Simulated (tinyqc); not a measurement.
Width of the inclusion: polytypes by hexagonality, and a cubic inclusion as a quantum well.

Gap: E3 + (E2 - E3) h. Valence top Ev2 h and polarisation P2 h, both counted from 3C; Ec = Ev + gap.

A cubic inclusion of width L = N d in the host (h = 1) is a well of depth V = Ec(host) - Ec(3C). Square well with mass mismatch: k tan(k L/2) = (m_w/m_b) q, k = sqrt(m_w E/c), q = sqrt(m_b (V - E)/c), c = hbar^2/2m0, lowest root. The depth of the level, V - E, is its binding, and the transition to the valence top of the host is gap(host) - (V - E). The step in polarisation gives a field |F| = |P|/(eps eps0) in a thin inclusion, eps0 = 8.8541878e-12 F/m.

Constants: hbar^2/2m0 = 3.80998211 eV angstrom^2.

Values chosen for the exercise (of the order of those of InAs; not measured data): E3 = 0.415 eV (gap of the cubic polytype); E2 = 0.46 eV (gap of 2H); Ev2 = 0.045 eV (valence top of 2H above that of 3C); P2 = 0.0024 C/m^2 (spontaneous polarisation of 2H); m = (0.025, 0.027) m0 (electron mass along c in the cubic layer and in the host); d = 3.496 angstrom (thickness of a double layer); eps = 14.9 (dielectric constant).

Without the field: square well. With it, the potential inside is |F| (z - L/2), the host conduction edge lies at V - |F| L/2 on one side and V + |F| L/2 on the other, and the lowest level E_F is found by finite differences (step 0.25 angstrom, wide box, good to about 1 meV). Holes sit in the host on the high side, so the transition is gap(host) - V + E_F - |F| L/2. A dash: bound by less than 2 meV or not at all.

Results:

| N | L (angstrom) | depth (eV) | transition (eV) | depth below the low side, with field (eV) | transition with field (eV) |
|---|---|---|---|---|---|
| 2 | 6.99 | 0.001 | 0.459 | - | - |
| 4 | 13.98 | 0.003 | 0.457 | - | - |
| 6 | 20.98 | 0.006 | 0.454 | - | - |
| 10 | 34.96 | 0.014 | 0.446 | - | - |
| 15 | 52.44 | 0.025 | 0.435 | - | - |
| 20 | 69.92 | 0.036 | 0.424 | - | - |
| 30 | 104.88 | 0.051 | 0.409 | - | - |

The square well binds a level even at N = 2 (1 meV), as any symmetric one-dimensional well does; the depth grows to 51 of 90 meV, and the transition tends to E3 - Ev(host) = 0.370 eV. With the field no row is bound by 2 meV or more: the low side of the host takes, or all but takes, the electron. Free carriers or surface charge screen the field and the step between the two sides; with the field removed every row returns to its square-well depth, and the attraction to the hole, left out here, binds the electron further.

Run: tinyqc, `OMP_NUM_THREADS=1 python tinyqc.py 1851034 1851035 out.jsonl`; Intel(R) Xeon(R) Processor @ 2.30GHz, one thread, shared host; about 0.1 s of CPU time with all checks.
